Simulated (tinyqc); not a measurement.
# Phonon transmission through an interface between two chains by Green functions, step by step

A worked calculation. Computed by tinyqc, a small Python program that keeps every step. Command: `OMP_NUM_THREADS=1 python tinyqc.py 3014636 3014637 out.jsonl agf walk`. One thread of a shared host (Intel(R) Xeon(R) Processor @ 2.30GHz), about 0.01 s of CPU time with the checks. Intermediate numbers are printed to about 6 digits and carried at full precision; extremes and crossings named in words are read from the listed rows.

Two semi-infinite chains (masses m_1, m_2; springs k_1, k_2), motion along the chain. The central region holds the end atom of each chain, joined by springs k_b. lambda = omega^2 in eV/(angstrom^2 u); nu = 15.6333042 THz x sqrt(lambda).

Inputs (values chosen for the exercise, for two model chains): mass m_1 = 22.8 u; spring k_1 = 8.8 eV/angstrom^2; mass m_2 = 32.4 u; spring k_2 = 14.3 eV/angstrom^2; junction spring k_b = 1.37 eV/angstrom^2; probe frequency / lower band top = 0.78; temperature T = 100 K.

Atoms in the interlayer: none.

Constants: nu for 1 eV/(angstrom^2 u) = 15.6333042 THz; h x 1 THz = 4.135667696 meV; k_B = 8.617333262e-05 eV/K; k_B = 1.380649e-23 J/K; h = 6.62607015e-34 J s.

## Band tops and impedances

nu_max = 15.6333042 THz x 2 sqrt(k/m); impedance Z = sqrt(k m); long-wave transmission 4 Z_1 Z_2/(Z_1 + Z_2)^2; the probe frequency is the given share of the lower band top.

band top of chain 1 = 19.4247 THz

band top of chain 2 = 20.7719 THz

Z_1 = 14.1647 sqrt(eV u)/angstrom

Z_2 = 21.5249 sqrt(eV u)/angstrom

long-wave transmission = 0.957471

probe frequency = 15.1513 THz

## Self-energies and the matrix at the probe frequency

In chain i, sin(q_i a/2) = nu/nu_max,i. An outgoing wave makes the next atom move as exp(i q_i a) times the end atom, so the lead adds the self-energy Sigma_i = -k_i exp(i q_i a) to the force-constant matrix; Gamma_i = -2 Im Sigma_i = 2 k_i sin(q_i a). A = lambda M - K - Sigma over the central atoms, with K_ii the sum of the springs at i, K_(i,i+1) = -k_b; G = inverse of A; transmission = Gamma_1 Gamma_2 |G_(first,last)|^2.

q_1 a = 1.78933 rad

q_2 a = 1.63492 rad

Gamma_1 = 17.1814 eV/angstrom^2

Gamma_2 = 28.5412 eV/angstrom^2

A (complex symmetric) (eV/angstrom^2), rows end of 1, end of 2:
$$\begin{pmatrix}
9.3378+8.5907i & 1.3700 \\
1.3700 & 13.8464+14.2706i
\end{pmatrix}$$

## Transmission at the probe frequency

The formulas are those given above.

G_(first,last) = -0.00010386+0.00543006i angstrom^2/eV

transmission = 0.0144644

It is below the long-wave value 0.957.

## Thermal conductance

Landauer conductance G = k_B int tau(nu) x^2 e^x/(e^x - 1)^2 d nu, x = h nu/(k_B T), from 0 to the lower band top (240 Gauss-Legendre points in s from 0 to 1, nu = nu_top sin(pi s/2)); tau is the transmission, and its thermal mean is G over the value for tau = 1 in the same window; the quantum is g_0 = pi^2 k_B^2 T/(3 h).

conductance G = 39.7875 pW/K

thermal mean of the transmission = 0.421627

G/g_0 = 0.420395

## Transmission spectrum against simple models

Long-wave value 4 Z_1 Z_2/(Z_1 + Z_2)^2. Continuum estimate, with omega = sqrt(lambda): a massless extra compliance c = 1/k_b - 1/(2 k_1) - 1/(2 k_2), tau = long-wave value/[1 + (omega c Z_1 Z_2/(Z_1 + Z_2))^2].

Transmission:
```
nu/nu_top  nu (THz)  Green function  long-wave value  continuum estimate
0.05         0.9712        0.858759         0.957471            0.858942
0.15         2.9137        0.466074         0.957471            0.471107
0.25         4.8562        0.236684         0.957471            0.247553
0.35         6.7987        0.130299         0.957471            0.144616
0.45         8.7411        0.076805         0.957471            0.093035
0.55        10.6836        0.046995         0.957471            0.064347
0.65        12.6261        0.028911         0.957471            0.046967
0.75        14.5685        0.017181         0.957471            0.035714
0.85        16.5110        0.009146         0.957471            0.028036
0.92        17.8707        0.004901         0.957471            0.024035
0.98        19.0362        0.001727         0.957471            0.021246
```

The transmission starts at the impedance value 0.957 and vanishes at the lower band top, 19.42 THz, above which chain 1 has no states. It first falls below half of that value at nu/nu_top = 0.15. The continuum estimate is within 0.05 up to nu/nu_top = 0.98; it leaves out dispersion.

## Conductance against temperature

The formulas are those given above.

Conductance:
```
T (K)  G (pW/K)  mean transmission      G/g_0  G for transmission 1 (pW/K)
1      0.905803           0.957072   0.957072                     0.946431
5       4.48531           0.947836   0.947836                      4.73216
20      16.0392           0.847350   0.847350                      18.9286
50      29.8048           0.629836   0.629836                      47.3215
100     39.7875           0.421627   0.420395                      94.3665
200     46.2802           0.270380   0.244499                      171.168
400     49.0845           0.210273   0.129657                      233.433
800     49.9552           0.193274  0.0659784                      258.468
```

At 1 K G/g_0 = 0.957; as T goes to 0 it tends to the long-wave transmission, where only the impedances count. Towards high T all modes count more and more alike; at 800 K G is 50.0 pW/K and the mean transmission is 0.193, which is well below the low-T value.

Checks made by the program: low-frequency limit against the impedance formula (relative difference 5e-07); unitarity: Gamma_1 |G_11|^2 + Gamma_2 |G_1N|^2 = -2 Im G_11 (relative difference below 1e-10); conductance against a 1500-point midpoint sum (relative difference below 1e-10).
